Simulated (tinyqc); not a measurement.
SiGe-base heterojunction bipolar transistor, Gummel numbers and transit times: one step of the calculation.

One-dimensional n-p-n transistor in the forward active mode at low injection. In the base p(x) = NB exp(-eta x/wb) and ni(x)^2 = ni^2 exp((g0 + g1 x/wb)/Vt); electrons leave the base at vsat; band spikes at the emitter junction and recombination inside the emitter are ignored.

Question. Base Gummel number and transit time. f(x) = p(x) ni^2/ni(x)^2; I(x) = integral from x to wb of f/Dn, plus f(wb)/vsat; base Gummel number GB = I(0); electron density per unit flux n/(J/q) = I/f; base transit time tauB = integral of I/f over the base. Trapezoid rule on 9 equal steps.

Inputs (values chosen for the exercise); band and dielectric values close to those of silicon:
- T = 300 K (temperature)
- vsat = 9.88e6 cm/s (saturation velocity)
- wb = 55 nm (neutral base width)
- NB = 4.8e18 cm^-3 (base doping at the emitter edge)
- eta = 0 (doping falls as exp(-eta x/wb))
- g0 = 0.052 eV (gap reduction at the emitter edge of the base)
- g1 = 0.111 eV (further gap reduction across the base (linear))
- Dn = 5 cm^2/s (electron diffusion coefficient in the base)

Constants: q = 1.602176634e-19 C, kB = 1.380649e-23 J/K, Vt = kB T/q. Results are converted to the units shown.

Find: x; f; I; I/f; GB; tauB.

Answer.

```
point  x (nm)  f (cm^-3)  I (s/cm^4)  I/f (s/cm)
0        0.00   6.422e17    1.662e11    2.588e-7
1        6.11   3.986e17    1.026e11    2.575e-7
2       12.22   2.473e17    6.316e10    2.554e-7
3       18.33   1.535e17    3.867e10    2.519e-7
4       24.44   9.526e16    2.346e10    2.463e-7
5       30.56   5.912e16    1.403e10    2.373e-7
6       36.67   3.669e16     8.175e9    2.228e-7
7       42.78   2.277e16     4.542e9    1.995e-7
8       48.89   1.413e16     2.287e9    1.618e-7
9       55.00   8.769e15     8.876e8    1.012e-7
```

GB = 1.662e11 s/cm^4
tauB = 1.230 ps

Range of the model: Heavy doping makes emitter or base degenerate; gE and g0 are to be read as apparent gap changes that include this.

Computed by the program tinyqc: `OMP_NUM_THREADS=1 python tinyqc.py 2320016 2320017 out.jsonl`, one thread of a shared Intel Xeon 2.30GHz, about 0.01 s for the whole run.
